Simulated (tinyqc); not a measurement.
MOS capacitor on a p-type substrate, surface potential from the exact charge relation: two steps of the calculation.

Uniform p-type substrate, Boltzmann statistics, full ionisation, classical densities. psi is the surface potential against the body (positive when the bands bend down) and u = psi/Vt. Traps are spread evenly over the gap and neutral at flat band, so their charge is -q Dit psi; the minority quasi-Fermi level is shifted by Vb.

Values chosen for this exercise; band and dielectric values close to those of silicon: temperature T = 325 K; band gap Eg = 1.13 eV; relative permittivity eps_r = 11.9; conduction-band density of states at T Nc = 3.1e19 cm^-3; valence-band density of states at T Nv = 2.98e19 cm^-3; electron affinity chi = 4.06 eV; acceptor density of the substrate N = 1.9e17 cm^-3; relative permittivity of the gate insulator (close to silicon dioxide) eox = 3.9; insulator thickness tox = 6.6 nm; gate work function phiM = 4.37 eV; fixed charge at the interface, in units of q Nf = -6.2e10 cm^-2; density of interface traps Dit = 0 cm^-2 eV^-1; reverse bias of the inversion layer against the body Vb = 0 V; gate voltage against the body Vg = 0.75 V.

Constants: q = 1.602176634e-19 C, kB = 1.380649e-23 J/K, Vt = kB T/q, eps0 = 8.8541878128e-14 F/cm where lengths are in cm. Results are converted to the units shown.

Task 1. Flat band, threshold and scales. ni = sqrt(Nc Nv) exp(-Eg/(2 Vt)), Eg in volts; phiF = Vt ln(N/ni); Cox = eps0 eox/tox; Vfb = phiM - chi - (Eg - Vt ln(Nv/N)) - q Nf/Cox; Q0 = sqrt(2 eps0 eps_r q N Vt); r = (ni/N)^2 exp(-Vb/Vt); VT = Vfb + [(2 phiF + Vb)(1 + q Dit/Cox) + sqrt(2 eps0 eps_r q N (2 phiF + Vb))/Cox].

Wanted: ni; phiF; Cox; Vfb; Q0; r; VT.

Result 1.

ni = 5.2642e10 cm^-3
phiF = 0.42287 V
Cox = 0.52320 uF/cm^2
Vfb = -0.65944 V
Q0 = 42.386 nC/cm^2
r = 7.6763e-14
VT = 0.63149 V

Task 2. Newton step for the surface potential. u = psi/Vt; F^2 = exp(-u) + u - 1 + r (exp(u) - u - 1); Qs = -sign(u) Q0 F; Cs = -dQs/dpsi = (Q0/Vt) |1 - exp(-u) + r (exp(u) - 1)|/(2 F). f = Vfb + psi + (q Dit psi - Qs)/Cox - Vg, f' = 1 + (Cs + q Dit)/Cox, psi(new) = psi - f/f'.

psi after iteration 2 = 1.2974206 V
Cox = 0.52320201 uF/cm^2
Vfb = -0.65943531 V
Q0 = 42.386052 nC/cm^2
r = 7.6762601e-14

Give: u; F; Qs; Cs; f; f'; psi after iteration 3.

Result 2.

u = 46.326
F = 3177.8
Qs = -1.3470e5 nC/cm^2
Cs = 2404.7 uF/cm^2
f = 257.33 V
f' = 4597.2
psi after iteration 3 = 1.2414 V

This iterate lies far beyond the solution, so its charge is not a physical one.

Computed by the program tinyqc: `OMP_NUM_THREADS=1 python tinyqc.py 2060149 2060150 out.jsonl`, one thread of a shared Intel Xeon 2.30GHz, about 0.01 s for the whole run.
